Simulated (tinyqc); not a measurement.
Gupta-type many-body potential for a metal: one step, computed by the program tinyqc. Command: `OMP_NUM_THREADS=1 python tinyqc.py 3029774 3029775 out.jsonl gupta walk`. One thread of a shared host (Intel(R) Xeon(R) Processor @ 2.30GHz), about 0.01 s of CPU time with the checks.

E_i = sum_j A exp(-p (r_ij/r0 - 1)) - xi rho_i^gamma, with rho_i = sum_j exp(-2 q (r_ij/r0 - 1)); gamma = 1/2 is the tight-binding second-moment form. The crystal is fcc unless stated; d is the neighbour distance and a fixed number of shells is kept.

Problem. Equilibrium of the fcc crystal. fcc shells: d sqrt(k), k = 1..5, with 12, 6, 24, 12, 24 atoms; Omega = d^3/sqrt2. Equilibrium: dE/dd = 0; B = d^2 E''(d)/(9 Omega).

Inputs (values chosen for the exercise, for a model metal):

| quantity | value | unit |
|---|---|---|
| repulsion A | 0.122 | eV |
| hopping xi | 0.831 | eV |
| decay p | 8.6 | - |
| decay q | 2.51 | - |
| reference distance r0 | 2.864 | angstrom |
| shells kept | 3 | - |
| embedding exponent gamma | 0.6 | - |

Constants: 1 eV/angstrom^3 = 160.2176634 GPa.

Give: neighbour distance d; lattice constant; cohesive energy E_c; bulk modulus B.

Solution.

neighbour distance d = 2.8806 angstrom

lattice constant = 4.0738 angstrom

cohesive energy E_c = 2.4470 eV

bulk modulus B = 70.457 GPa
